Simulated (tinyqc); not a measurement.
Bulk transistor, scale length and short-channel effects: effect of the drain voltage.

A gate, an insulator of thickness ti and a depleted layer of depth ts on a conducting body. Below threshold the potential that source and drain add obeys Laplace's equation and vanishes on the gate and at the bottom of the depleted layer. Its lowest mode decays along the channel as exp(-k y); k is the smallest positive root of the matching condition at the interface, and the scale length is Lambda = pi/k.

k is the smallest positive root of f(k) = eps_r sin(k ti) cos(k ts) + ei cos(k ti) sin(k ts). Along the channel psi(y) = s + a exp(y/l) + b exp(-y/l) with psi(0) = Vbi, psi(L) = Vbi + Vds and l = 1/k = Lambda/pi; with A = Vbi - s, B = A + Vds, x = exp(-L/l): a = (B - A x) x/(1 - x^2), b = (A - B x)/(1 - x^2). The minimum is s + 2 sqrt(a b), at y = (l/2) ln(b/a). The long-channel potential follows the gate as s = sT + (Vg - VTL)/m, and the threshold VT is the gate voltage at which the minimum equals sT. Swing = m Vt ln 10/g at threshold, g = d(minimum)/ds = 1 - (b x + a)/((1 + x) sqrt(a b)). DIBL = [VT(0.05 V) - VT(Vds)]/(Vds - 0.05 V). sT and Vbi are held fixed; m = 1 + eps_r ti/(ei ts) in each row.

Inputs (values chosen for the exercise); permittivities: semiconductor made up, insulator close to that of aluminium oxide: temperature T = 300 K; relative permittivity of the semiconductor eps_r = 19.9; relative permittivity of the insulator ei = 8.56; insulator thickness ti = 2.4 nm; depletion depth ts = 22 nm; channel length L = 64 nm; potential of the source Vbi = 0.91 V; potential of the barrier top at threshold sT = 0.48 V.

Constants: q = 1.602176634e-19 C, kB = 1.380649e-23 J/K, Vt = kB T/q. Results are converted to the units shown.

The same in every row: Lambda (nm) = 27.05; L/Lambda = 2.366.

Effect of the drain voltage:
```
Vds (V)  VT - VTL at Vds (mV)  DIBL (mV/V)  swing (mV/decade)
0.2                    -33.39        28.45              78.51
0.35                   -37.20        26.92              78.60
0.5                    -40.68        25.67              78.71
0.65                   -43.90        24.63              78.83
0.8                    -46.92        23.73              78.95
0.95                   -49.78        22.95              79.07
1.1                    -52.49        22.26              79.20
```

What does the table show?

As Vds goes from 0.2 to 1.1 V, Lambda stays at 27.1 nm, DIBL falls from 28.4 to 22.3 mV/V and the swing rises from 78.5 to 79.2 mV a decade.

Program tinyqc, `OMP_NUM_THREADS=1 python tinyqc.py 2420012 2420013 out.jsonl`; Intel Xeon 2.30GHz, shared host, one thread, about 0.01 s.
